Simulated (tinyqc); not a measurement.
Comparisons within one model: localisation in a chain with random site energies (transfer matrices). A value that a table varies takes the place of the one given here.

Hopping -t; leads with site energy 0, E = -2t cos(ka). psi_(j+1) = ((e_j - E)/t) psi_j - psi_(j-1), a product of matrices M_j = [[(e_j - E)/t, -1], [1, 0]]. For M = M_N ... M_1 the transmission is T = 4 sin^2(ka)/|M21 - M12 + M22 exp(ika) - M11 exp(-ika)|^2. Long samples draw e_j = W (x_j/2147483647 - 1/2) from x_j = 16807 x_(j-1) mod 2147483647, starting at x0. The localisation length xi, in sites, is defined by ln T = -2N/xi on average; weak disorder gives xi = 24 (4t^2 - E^2)/W^2, and the mean free path for backscattering is xi/2.

Numerical xi = N/ln sqrt(psi_(N+1)^2 + psi_N^2) for N = 20000 sites from psi_1 = 1, psi_0 = 0; its statistical error is about xi sqrt(xi/N).

Inputs chosen for the exercise: t = 1.75 eV (hopping); E = -1.67 eV (energy); x0 = 6994 (start of the number sequence); W = 5.16 eV (full width of the disorder).

## Localisation length against disorder

The same number sequence scaled by W.

xi (sites):

| W/t | W (eV) | numerical | error | weak disorder | strong: 1/(ln(W/2t) - 1) |
|---|---|---|---|---|---|
| 1.0 | 1.750 | 75.417 | 4.631 | 74.144 | - |
| 1.5 | 2.625 | 30.138 | 1.170 | 32.953 | - |
| 2.0 | 3.500 | 17.061 | 0.498 | 18.536 | - |
| 3.0 | 5.250 | 8.180 | 0.165 | 8.238 | - |
| 4.0 | 7.000 | 4.920 | 0.077 | 4.634 | - |
| 6.0 | 10.500 | 2.633 | 0.030 | 2.060 | - |
| 10.0 | 17.500 | 1.378 | 0.011 | 0.741 | 1.641 |
| 16.0 | 28.000 | 0.886 | 0.006 | 0.290 | 0.926 |

At W = t the numerical value is 75.4 +/- 4.6 against 74.1, and at 2t 17.06 +/- 0.50 against 18.54. The weak-disorder formula is within 15 % for W/t = 1, 1.5, 2, 3 and 4; at W = 16t it gives 0.29 and the strong-disorder form 0.93, against 0.89. All states of the chain are localised; disorder only sets the length.

## From ballistic to localised

200 samples of each length, cut one after another from the start of the sequence. Typical T = exp(mean ln T). Ohmic: 1/(1 + 2N/xi); localised: exp(-2N/xi), both with the weak-disorder xi.

Transmission:

| N | mean T | typical T | spread of ln T | ohmic | localised |
|---|---|---|---|---|---|
| 2 | 0.698 | 0.663 | 0.338 | 0.681 | 0.626 |
| 5 | 0.433 | 0.335 | 0.795 | 0.460 | 0.310 |
| 10 | 0.204 | 0.0846 | 1.566 | 0.299 | 0.0958 |
| 20 | 0.0831 | 0.0106 | 2.386 | 0.176 | 0.00918 |
| 40 | 0.00915 | 6.67e-05 | 3.936 | 0.0963 | 8.43e-05 |
| 80 | 0.000205 | 6.11e-09 | 6.012 | 0.0506 | 7.11e-09 |

With xi = 8.5 sites, mean and typical T are 0.433 and 0.335 at N = 5, and 0.000205 and 6.11e-09 at N = 80, where ln T scatters by 6.0. The slope of ln(typical T) between 40 and 80 sites gives xi = 8.6, uncertain by about 5 % from the scatter of 200 samples. At N = 80 the ohmic law gives 8.28e+06 times the typical value: a single channel has no ohmic range beyond a mean free path, and the mean is carried by rare resonant samples.

## What each parameter does

Numerical and weak-disorder xi. Each row changes one parameter from the base and keeps the others.

Results:

| case | numerical xi (sites) | weak-disorder xi (sites) |
|---|---|---|
| base | 8.44 | 8.53 |
| t = 2.012 eV | 11.83 | 12.08 |
| E = -1.17 eV | 10.22 | 9.81 |
| W = 6.192 eV | 6.09 | 5.92 |
| x0 = 6995 | 8.45 | 8.53 |

The largest shifts from the base row, up to three for each result and ties (the steps differ in size, so this ranks the rows, not the parameters). numerical xi (sites): t +3.39, W -2.35, E +1.78. weak-disorder xi (sites): t +3.55, W -2.61, E +1.28; unchanged at the printed digits by x0. A new x0 is another sample of the same disorder; its shift is one draw of the statistical scatter, about xi sqrt(xi/N); the other rows share one sample, so their errors are correlated.

tinyqc: `OMP_NUM_THREADS=1 python tinyqc.py 1450092 1450093 out.jsonl`; about 0.06 s, one thread, shared Intel(R) Xeon(R) Processor @ 2.30GHz.
